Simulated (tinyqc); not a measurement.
Inside a calculation. Model: phonon transmission through an interface between two chains by Green functions. Computed by tinyqc, a small Python program that keeps every step. Command: `OMP_NUM_THREADS=1 python tinyqc.py 3023275 3023276 out.jsonl agf walk`. One thread of a shared host (Intel(R) Xeon(R) Processor @ 2.30GHz), about 0.01 s of CPU time with the checks. Intermediate numbers are printed to about 5 digits and carried at full precision; extremes and crossings named in words are read from the listed rows.

Two semi-infinite chains (masses m_1, m_2; springs k_1, k_2), motion along the chain. The central region holds the end atom of each chain, joined by springs k_b. lambda = omega^2 in eV/(angstrom^2 u); nu = 15.6333042 THz x sqrt(lambda).

Inputs (values chosen for the exercise, for two model chains):
```
quantity                          value           unit
mass m_1                           20.6              u
spring k_1                         5.49  eV/angstrom^2
mass m_2                           9.06              u
spring k_2                         8.95  eV/angstrom^2
junction spring k_b                 7.5  eV/angstrom^2
probe frequency / lower band top   0.24              -
temperature T                       500              K
```

Atoms in the interlayer: none.

Constants: nu for 1 eV/(angstrom^2 u) = 15.6333042 THz; h x 1 THz = 4.135667696 meV; k_B = 8.617333262e-05 eV/K; k_B = 1.380649e-23 J/K; h = 6.62607015e-34 J s.

## Band tops and impedances

nu_max = 15.6333042 THz x 2 sqrt(k/m); impedance Z = sqrt(k m); long-wave transmission 4 Z_1 Z_2/(Z_1 + Z_2)^2; the probe frequency is the given share of the lower band top.

band top of chain 1 = 16.141 THz

band top of chain 2 = 31.076 THz

Z_1 = 10.635 sqrt(eV u)/angstrom

Z_2 = 9.0048 sqrt(eV u)/angstrom

long-wave transmission = 0.99311

probe frequency = 3.8739 THz

## Self-energies and the matrix at the probe frequency

In chain i, sin(q_i a/2) = nu/nu_max,i. An outgoing wave makes the next atom move as exp(i q_i a) times the end atom, so the lead adds the self-energy Sigma_i = -k_i exp(i q_i a) to the force-constant matrix; Gamma_i = -2 Im Sigma_i = 2 k_i sin(q_i a). A = lambda M - K - Sigma over the central atoms, with K_ii the sum of the springs at i, K_(i,i+1) = -k_b; G = inverse of A; transmission = Gamma_1 Gamma_2 |G_(first,last)|^2.

q_1 a = 0.48473 rad

q_2 a = 0.24996 rad

Gamma_1 = 5.1164 eV/angstrom^2

Gamma_2 = 4.4279 eV/angstrom^2

A (complex symmetric) (eV/angstrom^2):
```
                 end of 1         end of 2
end of 1  -6.8676+2.5582i           7.5000
end of 2           7.5000  -7.2218+2.2140i
```

## Transmission at the probe frequency

The formulas are those given above.

G_(first,last) = 0.07183-0.19642i angstrom^2/eV

transmission = 0.99092

It is below the long-wave value 0.993.

## Thermal conductance

Landauer conductance G = k_B int tau(nu) x^2 e^x/(e^x - 1)^2 d nu, x = h nu/(k_B T), from 0 to the lower band top (240 Gauss-Legendre points in s from 0 to 1, nu = nu_top sin(pi s/2)); tau is the transmission, and its thermal mean is G over the value for tau = 1 in the same window; the quantum is g_0 = pi^2 k_B^2 T/(3 h).

conductance G = 196.51 pW/K

thermal mean of the transmission = 0.94028

G/g_0 = 0.41527

## Transmission spectrum against simple models

Long-wave value 4 Z_1 Z_2/(Z_1 + Z_2)^2. Continuum estimate, with omega = sqrt(lambda): a massless extra compliance c = 1/k_b - 1/(2 k_1) - 1/(2 k_2), tau = long-wave value/[1 + (omega c Z_1 Z_2/(Z_1 + Z_2))^2].

Transmission:
```
nu/nu_top  nu (THz)  Green function  long-wave value  continuum estimate
0.05          0.807         0.99303          0.99311             0.99310
0.15          2.421         0.99230          0.99311             0.99301
0.25          4.035         0.99072          0.99311             0.99282
0.35          5.649         0.98793          0.99311             0.99254
0.45          7.263         0.98330          0.99311             0.99217
0.55          8.878         0.97556          0.99311             0.99171
0.65         10.492         0.96210          0.99311             0.99115
0.75         12.106         0.93677          0.99311             0.99050
0.85         13.720         0.88153          0.99311             0.98976
0.92         14.850         0.78875          0.99311             0.98918
0.98         15.818         0.53981          0.99311             0.98866
```

The transmission starts at the impedance value 0.993 and vanishes at the lower band top, 16.14 THz, above which chain 1 has no states. It keeps more than half of that value over all rows. The continuum estimate is within 0.05 up to nu/nu_top = 0.65; it leaves out dispersion.

## Conductance against temperature

The formulas are those given above.

Conductance:
```
T (K)  G (pW/K)  mean transmission    G/g_0  G for transmission 1 (pW/K)
1       0.93991            0.99311  0.99311                      0.94643
5        4.6995            0.99310  0.99310                       4.7322
20       18.795            0.99293  0.99293                       18.929
50       46.927            0.99168  0.99167                       47.321
100      92.082            0.98296  0.97294                       93.679
200      152.66            0.95897  0.80650                       159.19
400      190.44            0.94281  0.50306                       202.00
800      203.60            0.93736  0.26890                       217.21
```

At 1 K G/g_0 = 0.993; as T goes to 0 it tends to the long-wave transmission, where only the impedances count. Towards high T all modes count more and more alike; at 800 K G is 204 pW/K and the mean transmission is 0.937, which is at least 0.7 of the low-T value.

Checks made by the program: low-frequency limit against the impedance formula (relative difference 4e-10); unitarity: Gamma_1 |G_11|^2 + Gamma_2 |G_1N|^2 = -2 Im G_11 (relative difference below 1e-10); conductance against a 1500-point midpoint sum (relative difference below 1e-10).
